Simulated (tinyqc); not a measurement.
Bandgap voltage reference from two bipolar transistors: effect of the offset of the amplifier.

Two transistors of area 1 and N carry the same current I. Is(T) = Is (T/T0)^eta exp[(Vg0 q/kB)(1/T0 - 1/T)], VBE1 = Vt ln(I/Is(T)) + I rb, VBE2 = Vt ln(I/(N Is(T))) + I rb/N. The amplifier forces I R1(T) = VBE1 - VBE2 + Vos, with R(T) = R (1 + tc (T - T0)) for both resistors, and the output is Vref = VBE1 + I R2(T). Base currents and the Early effect are neglected.

Vt = kB T/q; I = (Vt ln N + Vos)/(R1(T) - rb (1 - 1/N)). Box coefficient: span of Vref between 233 and 398 K over its average over T and over 165 K. The last column is the R2 that gives zero slope at T0.

Values chosen for this exercise; values of the order met in silicon bipolar transistors:
```
symbol,value,unit,meaning
T0,323,K,reference temperature
Vg0,1.205,V,band-gap voltage extrapolated to 0 K
eta,3.4,,temperature exponent of the saturation current
Is,8.3e-16,A,saturation current of the unit transistor at T0
N,8,,area ratio of the second transistor
R1,4,kohm,"resistor across which the difference of VBE falls, at T0"
tc,0,ppm/K,temperature coefficient of both resistors
rb,0,ohm,series resistance of the unit transistor
R2,40.41,kohm,output resistor at T0
```

Constants: q = 1.602176634e-19 C, kB = 1.380649e-23 J/K. Results are converted to the units shown.

Effect of the offset of the amplifier:
```
Vos (mV)	I at T0 (uA)	Vref at T0 (V)	slope at T0 (uV/K)	box coefficient (ppm/K)	R2 for zero slope (kohm)
-5	13.22	1.188	-94.70	73.56	42.52
-3	13.72	1.209	-94.94	72.49	42.53
-1	14.22	1.231	-95.05	71.34	42.53
0	14.47	1.241	-95.06	70.75	42.53
1	14.72	1.252	-95.05	70.14	42.53
3	15.22	1.273	-94.96	68.89	42.53
5	15.72	1.294	-94.78	67.61	42.53
```

As Vos goes from -5 to 5, Vref rises from 1.188 to 1.294 V and the box coefficient falls from 73.6 to 67.6 ppm/K. Each mV of offset moves Vref by 10.6 mV, about R2/R1 = 10.1 plus the change of VBE1 with the current.

tinyqc, about 0.02 s, one thread, Intel Xeon 2.30GHz (shared host): `OMP_NUM_THREADS=1 python tinyqc.py 2062158 2062159 out.jsonl`
